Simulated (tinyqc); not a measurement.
Worked calculation: UKS/PBE0 in the sto-6g basis, for BeH, spin multiplicity 2. One step of it, computed by the program tinyqc.

Question. Iteration 2: diagonalisation and new density. Diagonalise F' = X^T F X, C = X C', fill 3 alpha and 2 beta electrons from the bottom; D(s) = C_occ C_occ^T. Each column has its largest component positive (the first on a tie).

extrapolated F(alpha) (hartree), order 1Be 1s, 1Be 2s, 1Be 2px, 1Be 2py, 1Be 2pz, 2H 1s:
```
[[-3.980465, -1.112211, 0.000000, 0.000000, 0.005746, -0.157040],
 [-1.112211, -0.496286, 0.000000, 0.000000, 0.014231, -0.204137],
 [0.000000, 0.000000, 0.027461, 0.014105, 0.000000, 0.000000],
 [0.000000, 0.000000, 0.014105, 0.027417, 0.000000, 0.000000],
 [0.005746, 0.014231, 0.000000, 0.000000, -0.054947, -0.184497],
 [-0.157040, -0.204137, 0.000000, 0.000000, -0.184497, -0.121976]]
```

extrapolated F(beta) (hartree), order 1Be 1s, 1Be 2s, 1Be 2px, 1Be 2py, 1Be 2pz, 2H 1s:
```
[[-3.960841, -1.106656, 0.000000, 0.000000, 0.003614, -0.155831],
 [-1.106656, -0.402190, 0.000000, 0.000000, -0.063581, -0.204829],
 [0.000000, 0.000000, 0.090589, -0.003343, 0.000000, 0.000000],
 [0.000000, 0.000000, -0.003343, 0.090601, 0.000000, 0.000000],
 [0.003614, -0.063581, 0.000000, 0.000000, 0.039555, -0.178160],
 [-0.155831, -0.204829, 0.000000, 0.000000, -0.178160, -0.114090]]
```

X, order 1Be 1s, 1Be 2s, 1Be 2px, 1Be 2py, 1Be 2pz, 2H 1s:
```
[[1.026479, -0.139713, 0.000000, 0.000000, -0.008300, 0.021026],
 [-0.139713, 1.084703, 0.000000, 0.000000, 0.071650, -0.216702],
 [0.000000, 0.000000, 1.000000, 0.000000, 0.000000, 0.000000],
 [0.000000, 0.000000, 0.000000, 1.000000, 0.000000, 0.000000],
 [-0.008300, 0.071650, 0.000000, 0.000000, 1.086810, -0.263675],
 [0.021026, -0.216702, 0.000000, 0.000000, -0.263675, 1.143645]]
```

Give: F' = X^T F X; orbital energies; coefficients C; F' = X^T F X; orbital energies; coefficients C; D(alpha) after iteration 2; D(beta) after iteration 2.

Answer.

F' = X^T F X (alpha) (hartree):
```
[[-3.8904, -0.5893, 0.0000, 0.0000, -0.0087, -0.0024],
 [-0.5893, -0.2362, 0.0000, 0.0000, 0.0851, -0.1662],
 [0.0000, 0.0000, 0.0275, 0.0141, 0.0000, 0.0000],
 [0.0000, 0.0000, 0.0141, 0.0274, 0.0000, 0.0000],
 [-0.0087, 0.0851, 0.0000, 0.0000, 0.0400, -0.2144],
 [-0.0024, -0.1662, 0.0000, 0.0000, -0.2144, 0.0282]]
```

orbital energies (alpha) (hartree): [-3.9833, -0.2518, -0.1400, 0.0133, 0.0415, 0.3166]

coefficients C (alpha), order 1Be 1s, 1Be 2s, 1Be 2px, 1Be 2py, 1Be 2pz, 2H 1s:
```
[[0.9923, -0.2165, 0.1651, 0.0000, 0.0000, 0.1218],
 [0.0293, 0.7029, -0.6389, 0.0000, 0.0000, -0.5874],
 [0.0000, 0.0000, 0.0000, -0.7066, 0.7077, 0.0000],
 [0.0000, 0.0000, 0.0000, 0.7077, 0.7066, 0.0000],
 [0.0003, 0.1461, 0.6527, 0.0000, 0.0000, -0.8992],
 [-0.0048, 0.4821, 0.3783, 0.0000, 0.0000, 1.0244]]
```

F' = X^T F X (beta) (hartree):
```
[[-3.8695, -0.5992, 0.0000, 0.0000, -0.0010, -0.0010],
 [-0.5992, -0.1378, 0.0000, 0.0000, 0.0070, -0.1686],
 [0.0000, 0.0000, 0.0906, -0.0033, 0.0000, 0.0000],
 [0.0000, 0.0000, -0.0033, 0.0906, 0.0000, 0.0000],
 [-0.0010, 0.0070, 0.0000, 0.0000, 0.1370, -0.2174],
 [-0.0010, -0.1686, 0.0000, 0.0000, -0.2174, 0.0371]]
```

orbital energies (beta) (hartree): [-3.9636, -0.2314, 0.0180, 0.0873, 0.0939, 0.3438]

coefficients C (beta), order 1Be 1s, 1Be 2s, 1Be 2px, 1Be 2py, 1Be 2pz, 2H 1s:
```
[[0.9925, -0.1720, -0.2201, 0.0000, 0.0000, 0.1025],
 [0.0287, 0.5348, 0.8359, 0.0000, 0.0000, -0.5125],
 [0.0000, 0.0000, 0.0000, 0.7077, -0.7065, 0.0000],
 [0.0000, 0.0000, 0.0000, 0.7065, 0.7077, 0.0000],
 [0.0015, 0.2926, -0.5148, 0.0000, 0.0000, -0.9515],
 [-0.0051, 0.5578, -0.3501, 0.0000, 0.0000, 0.9956]]
```

D(alpha) after iteration 2, order 1Be 1s, 1Be 2s, 1Be 2px, 1Be 2py, 1Be 2pz, 2H 1s:
```
[[1.0589, -0.2286, 0.0000, 0.0000, 0.0764, -0.0466],
 [-0.2286, 0.9031, 0.0000, 0.0000, -0.3143, 0.0970],
 [0.0000, 0.0000, 0.0000, 0.0000, 0.0000, 0.0000],
 [0.0000, 0.0000, 0.0000, 0.0000, 0.0000, 0.0000],
 [0.0764, -0.3143, 0.0000, 0.0000, 0.4473, 0.3173],
 [-0.0466, 0.0970, 0.0000, 0.0000, 0.3173, 0.3755]]
```

D(beta) after iteration 2, order 1Be 1s, 1Be 2s, 1Be 2px, 1Be 2py, 1Be 2pz, 2H 1s:
```
[[1.0147, -0.0635, 0.0000, 0.0000, -0.0489, -0.1011],
 [-0.0635, 0.2868, 0.0000, 0.0000, 0.1565, 0.2982],
 [0.0000, 0.0000, 0.0000, 0.0000, 0.0000, 0.0000],
 [0.0000, 0.0000, 0.0000, 0.0000, 0.0000, 0.0000],
 [-0.0489, 0.1565, 0.0000, 0.0000, 0.0856, 0.1632],
 [-0.1011, 0.2982, 0.0000, 0.0000, 0.1632, 0.3112]]
```
